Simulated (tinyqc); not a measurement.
# Gate-all-around wire, scale length and short-channel effects: effects of single changes

A round wire of diameter ts in an insulator shell of thickness ti under a surrounding gate. Below threshold the potential that source and drain add obeys Laplace's equation and vanishes on the gate. Its lowest mode decays along the channel as exp(-k y); k is the smallest positive root of the matching condition at the interface, and the scale length is Lambda = pi/k.

Parameters, values chosen for the exercise; permittivities: semiconductor close to that of germanium, insulator close to that of silicon dioxide:
- T = 400 K (temperature)
- eps_r = 15.9 (relative permittivity of the semiconductor)
- ei = 3.93 (relative permittivity of the insulator)
- ti = 2.1 nm (insulator thickness)
- ts = 12.8 nm (wire diameter)
- L = 25 nm (channel length)
- Vbi = 1.02 V (potential of the source)
- sT = 0.52 V (potential of the barrier top at threshold)
- Vds = 0.8 V (drain voltage)

Constants: q = 1.602176634e-19 C, kB = 1.380649e-23 J/K, Vt = kB T/q. Results are converted to the units shown.

Each table varies one quantity; the others keep the values above.

## Effect of the relative permittivity of the insulator

k is the smallest positive root of f(k) = ei J0(u)[J1(u) Y0(v) - Y1(u) J0(v)] - eps_r J1(u)[J0(u) Y0(v) - Y0(u) J0(v)], u = k ts/2, v = u + k ti. Along the channel psi(y) = s + a exp(y/l) + b exp(-y/l) with psi(0) = Vbi, psi(L) = Vbi + Vds and l = 1/k = Lambda/pi; with A = Vbi - s, B = A + Vds, x = exp(-L/l): a = (B - A x) x/(1 - x^2), b = (A - B x)/(1 - x^2). The minimum is s + 2 sqrt(a b), at y = (l/2) ln(b/a). The long-channel potential follows the gate as s = sT + (Vg - VTL)/m, and the threshold VT is the gate voltage at which the minimum equals sT. Swing = m Vt ln 10/g at threshold, g = d(minimum)/ds = 1 - (b x + a)/((1 + x) sqrt(a b)). DIBL = [VT(0.05 V) - VT(Vds)]/(Vds - 0.05 V). sT and Vbi are held fixed; m = 1.

Effect of the relative permittivity of the insulator:
```
ei	Lambda (nm)	L/Lambda	VT - VTL at Vds (mV)	DIBL (mV/V)	swing (mV/decade)
3.9	17.260	1.4484	-209.92	101.32	101.59
5.7	14.981	1.6687	-138.36	66.207	94.156
8.5	13.124	1.9049	-90.631	43.056	89.131
12	11.894	2.1019	-64.512	30.505	86.352
18	10.809	2.3129	-45.229	21.305	84.284
27	10.033	2.4918	-33.657	15.815	83.036
40	9.5053	2.6301	-26.846	12.595	82.299
```

As ei goes from 3.9 to 40, Lambda falls from 17.3 to 9.51 nm, DIBL falls from 101 to 12.6 mV/V and the swing falls from 102 to 82.3 mV a decade. On average Lambda goes as ei^(-0.26). At ei = 3.9 L is under 1.5 Lambda, where higher modes, left out of the one-mode potential, count.

## Effect of the insulator thickness

Same model as above.

Effect of the insulator thickness:
```
ti (nm)	Lambda (nm)	L/Lambda	VT - VTL at Vds (mV)	DIBL (mV/V)	swing (mV/decade)
0.7	11.981	2.0866	-66.212	31.320	86.533
0.91	12.921	1.9348	-86.019	40.833	88.642
1.2	14.111	1.7717	-114.78	54.736	91.680
1.5	15.231	1.6414	-145.50	69.691	94.903
2	16.899	1.4793	-197.66	95.273	100.33
2.6	18.656	1.3400	-260.54	126.36	106.81
3.4	20.701	1.2077	-343.63	167.75	115.29
```

What does the table show?

As ti goes from 0.7 to 3.4 nm, Lambda rises from 12.0 to 20.7 nm, DIBL rises from 31.3 to 168 mV/V and the swing rises from 86.5 to 115 mV a decade. On average Lambda goes as ti^(0.35). For ti = 2 to 3.4 nm L is under 1.5 Lambda, where higher modes, left out of the one-mode potential, count.

Numbers from tinyqc (`OMP_NUM_THREADS=1 python tinyqc.py 2420002 2420003 out.jsonl`; about 0.01 s on one thread of a shared Intel Xeon 2.30GHz).
